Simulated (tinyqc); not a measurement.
# From one set of inputs to another, one input at a time

Model: global model of a low-pressure process discharge: electron temperature, density, ion flux and ion energy. Computed by tinyqc, a small Python program. Command: `OMP_NUM_THREADS=1 python tinyqc.py 3113918 3113919 out.jsonl plasma ladder`. One thread of a shared host (Intel(R) Xeon(R) Processor @ 2.30GHz), about 0.01 s of CPU time with the checks.

Maxwellian electrons with temperature T_e in eV, one positive ion, no negative ions, uniform bulk density n; rate constants have the Arrhenius form.

The inputs printed are set A. Inputs not listed in the table keep their values of set A, so the rows need not describe a real material.

Inputs (values chosen for the exercise, of the order of those of an inductive discharge in a simple atomic gas):
```
quantity,value,unit
ion mass M,40,u
ionisation prefactor K0,3.1e-14,m^3/s
ionisation energy E_iz,13.9,eV
excitation prefactor X0,6.4e-15,m^3/s
excitation energy E_ex,10.8,eV
elastic rate constant K_el,1.7e-13,m^3/s
ion-neutral cross section,1e-18,m^2
pressure p,0.43,Pa
gas temperature T_g,400,K
radius R,15,cm
height L,9.6,cm
absorbed power P,2200,W
bias power P_b,120,W
radius of the biased electrode,10,cm
bias frequency,27,MHz
```

Constants: k_B = 1.380649e-23 J/K; e = 1.602176634e-19 C; u = 1.6605390666e-27 kg; m_0 = 9.1093837015e-31 kg; eps_0 = 8.8541878128e-12 F/m.

Method:
- n_g = p/(k_B T_g); lambda_i = 1/(n_g sigma); h_L = 0.86/sqrt(3 + L/(2 lambda_i)), h_R = 0.8/sqrt(4 + R/lambda_i); A_eff = 2 pi R^2 h_L + 2 pi R L h_R; d_eff = pi R^2 L/A_eff.
- Particle balance: K0 exp(-E_iz/T_e) n_g d_eff = u_B, u_B = sqrt(e T_e/M).
- Root found by bracketing.
- E_c = E_iz + (X0 exp(-E_ex/T_e) E_ex + K_el (3 m_0/M) T_e)/K_iz; wall potential V_s = (T_e/2) ln(M/(2 pi m_0)); E_T = E_c + 2 T_e + T_e/2 + V_s; n = P/(e u_B A_eff E_T); ion current density J = e h_L n u_B; ionised share n/n_g.
- All bias power goes to ions: V_b = P_b/(J pi r^2). Debye length at the sheath edge lambda_D = sqrt(eps_0 T_e/(e h_L n)); Child-law sheath s = (sqrt2/3) lambda_D (2 V/T_e)^(3/4), V = V_b + V_s; ion transit time tau_i = 3 s sqrt(M/(2 e V)); collisions in the sheath s/lambda_i.

Each row keeps all changes above it:
```
input moved,from,to,plasma density n (1/cm^3),bias voltage V_b (V),sheath width s (mm)
set A,-,-,1.839e+12,14.4,0.0708
pressure p (Pa),0.43,4.9,6.787e+12,13.7,0.0557
excitation prefactor X0 (m^3/s),6.4e-15,1.5e-14,4.666e+12,19.9,0.0812
absorbed power P (W),2200,380,8.059e+11,115.2,0.5967
ion mass M (u),40,35.5,7.610e+11,114.5,0.6100
ionisation prefactor K0 (m^3/s),3.1e-14,5.2e-14,9.704e+11,92.8,0.4724
gas temperature T_g (K),400,300,1.085e+12,97.4,0.4995
radius R (cm),15,19,7.275e+11,145.9,0.8139
```

Plasma density n goes from 1.84e12 to 7.28e11, a factor 0.396 in all. The largest single move comes from absorbed power P (a factor 0.173), and pressure p works against it (a factor 3.69). Bias voltage V_b goes from 14.4 to 146, a factor 10.2 in all. The largest single move comes from absorbed power P (a factor 5.79), and ionisation prefactor K0 works against it (a factor 0.810). Sheath width s goes from 0.0708 to 0.814, a factor 11.5 in all. The largest single move comes from absorbed power P (a factor 7.35), and ionisation prefactor K0 works against it (a factor 0.774). The single moves hold for this order of the switches; the total does not depend on the order.

Caution (rows set A): at this ionised share gas depletion and heating, left out here, matter. Caution (rows pressure p, excitation prefactor X0, absorbed power P, ion mass M, ionisation prefactor K0, gas temperature T_g, radius R): at so short an ion path the formulas for h_L and h_R give way to the ambipolar-diffusion limit.

Extremes, crossings and ranges named in words are read from the listed rows.
